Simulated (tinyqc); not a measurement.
# Threshold-voltage variability of a planar MOSFET, analytic estimates: effect of the correlation length of the roughness

Three independent sources add in quadrature: random dopants in the depleted layer, metal-gate grains of two orientations, and roughness of the two gate edges acting through the roll-off VT = VT(long) - Vr exp(-L/l). These are first-order estimates: no three-dimensional electrostatics, no percolation.

ni = sqrt(Nc Nv) exp(-Eg/(2 Vt)), Eg in volts; Cox = 3.9 eps0/ti; Wd = sqrt(4 eps0 eps_r Vt ln(Na/ni)/(q Na)); dopants: s1 = (q/Cox) sqrt(Na Wd/(3 L W)). Grains: Ng = L W/G^2 (at least 1), s2 = dW sqrt(p (1 - p)/Ng). Edges, with exponential correlation and u = W/La: the mean gate length has sL^2 = 2 De^2 (2/u)[1 - (1 - exp(-u))/u]; s3 = sL (Vr/l) exp(-L/l). s = sqrt(s1^2 + s2^2 + s3^2). l and Vr are held fixed.

Values chosen for this exercise; material values close to those of silicon:
- T = 300 K (temperature)
- Eg = 1.12 eV (band gap)
- eps_r = 11.5 (relative permittivity of the semiconductor)
- Nc = 2.79e19 cm^-3 (conduction-band density of states at T)
- Nv = 2.66e19 cm^-3 (valence-band density of states at T)
- Na = 4e17 cm^-3 (channel doping)
- ti = 1.1 nm (oxide-equivalent thickness in inversion)
- L = 20 nm (gate length)
- W = 86 nm (gate width)
- G = 4 nm (metal grain size)
- dW = 0.3 eV (work-function difference of the two grain orientations)
- p = 0.6 (share of the orientation of higher work function)
- De = 0.8 nm (rms roughness of one gate edge)
- l = 4.3 nm (decay length of the threshold roll-off)
- Vr = 2.8 V (prefactor of the roll-off)

Constants: q = 1.602176634e-19 C, kB = 1.380649e-23 J/K, Vt = kB T/q, eps0 = 8.8541878128e-14 F/cm where lengths are in cm. Results are converted to the units shown.

The same in every row: s1 (mV) = 10.397; s2 (mV) = 14.175.

Effect of the correlation length of the roughness:
```
La (nm),s3 (mV),s (mV),s sqrt(L W) (mV um)
2,1.4997,17.643,0.73170
5,2.3284,17.733,0.73542
10,3.1897,17.866,0.74096
20,4.2123,18.077,0.74969
40,5.2083,18.334,0.76038
80,5.9721,18.566,0.76997
160,6.4582,18.728,0.77669
```

Read the table: what changes, and by how much?

As La goes from 2 to 160 nm, s rises from 17.6 to 18.7 mV. The grains are the largest source in the first and the last row. The edge term s3 rises from 1.50 to 6.46 mV: a longer correlation averages out less along the width. In every row the depletion depth exceeds L, so source and drain share much of the charge and s1 is rough.

tinyqc, about 0.01 s, one thread, Intel Xeon 2.30GHz (shared host): `OMP_NUM_THREADS=1 python tinyqc.py 2090158 2090159 out.jsonl`
